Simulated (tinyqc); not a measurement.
Inside a calculation. Method: Hubbard chain of 5 sites. One step of it, computed by the program tinyqc.

Task: Mean-field iteration 2. H(up) = T + U n(down), H(down) = T + U n(up); fill the lowest levels; n(new) = n + mixing (n(out) - n); E = tr T (rho up + rho down) + U sum n_up n_down of the output.

one-body matrix (hopping and site energies) (eV), order 1, 2, 3, 4, 5:
```
[[0.000000, -0.720000, 0.000000, 0.000000, 0.000000],
 [-0.720000, 0.000000, -0.720000, 0.000000, 0.000000],
 [0.000000, -0.720000, 0.000000, -0.720000, 0.000000],
 [0.000000, 0.000000, -0.720000, 0.000000, -0.720000],
 [0.000000, 0.000000, 0.000000, -0.720000, 0.000000]]
```

U = 4.200000 eV

electrons, up and down: [3, 2]

mixing = 1

n(up) after iteration 1: [0.666667, 0.500000, 0.666667, 0.500000, 0.666667]

n(down) after iteration 1: [0.333333, 0.500000, 0.333333, 0.500000, 0.333333]

Give: levels, up; levels, down; energy; n(up) after iteration 2; n(down) after iteration 2.

Result:

levels, up (eV): [0.4547, 0.9494, 1.4000, 2.5506, 3.0453]

levels, down (eV): [1.1547, 1.6494, 2.8000, 3.2506, 3.7453]

energy = 0.2656 eV

n(up) after iteration 2: [0.7985, 0.3231, 0.7567, 0.3231, 0.7985]

n(down) after iteration 2: [0.2015, 0.6769, 0.2433, 0.6769, 0.2015]
